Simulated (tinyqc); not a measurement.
Bandgap voltage reference from two bipolar transistors: two steps of the calculation.

Two transistors of area 1 and N carry the same current I. Is(T) = Is (T/T0)^eta exp[(Vg0 q/kB)(1/T0 - 1/T)], VBE1 = Vt ln(I/Is(T)) + I rb, VBE2 = Vt ln(I/(N Is(T))) + I rb/N. The amplifier forces I R1(T) = VBE1 - VBE2 + Vos, with R(T) = R (1 + tc (T - T0)) for both resistors, and the output is Vref = VBE1 + I R2(T). Base currents and the Early effect are neglected.

Parameters, values chosen for the exercise; values of the order met in silicon bipolar transistors: reference temperature T0 = 323 K; band-gap voltage extrapolated to 0 K Vg0 = 1.19 V; temperature exponent of the saturation current eta = 4.3; saturation current of the unit transistor at T0 Is = 2.4e-16 A; area ratio of the second transistor N = 15; resistor across which the difference of VBE falls, at T0 R1 = 26 kohm; temperature coefficient of both resistors tc = 0 ppm/K; offset of the amplifier Vos = 0 mV; series resistance of the unit transistor rb = 0 ohm; output resistor at T0 R2 = 216 kohm; temperature T = 233 K.

Constants: q = 1.602176634e-19 C, kB = 1.380649e-23 J/K. Results are converted to the units shown.

Question 1. Operating point at another temperature. Vt = kB T/q; I = (Vt ln N + Vos)/(R1(T) - rb (1 - 1/N)).

Wanted: Vt; I; Is(T); VBE1; I R2; Vref.

Answer 1.

Vt = 0.02008 V
I = 2.091 uA
Is(T) = 3.965e-24 A
VBE1 = 0.8193 V
I R2 = 0.4517 V
Vref = 1.271 V

From T0 to T, VBE1 changes by 173 mV and I R2 by -174 mV, which leaves -1.31 mV in Vref.

Question 2. Resistor for zero slope at T0, ideal case. With tc = 0, Vos = 0 and rb = 0 the current is proportional to T, dVBE/dT = (VBE - Vg0 - (eta - 1) Vt)/T, and Vref has zero slope at T0 when Vref = Vg0 + (eta - 1) Vt0. Find VBE1, its slope, that Vref, R2/R1 and the curvature d2Vref/dT2 = -(eta - 1) kB/(q T0).

Find: VBE1; dVBE/dT; Vref; R2/R1; curvature.

Answer 2.

VBE1 = 0.6462 V
dVBE/dT = -1.968 mV/K
Vref = 1.282 V
R2/R1 = 8.434
curvature = -0.8804 uV/K^2

Program tinyqc, `OMP_NUM_THREADS=1 python tinyqc.py 2062023 2062024 out.jsonl`; Intel Xeon 2.30GHz, shared host, one thread, about 0.02 s.
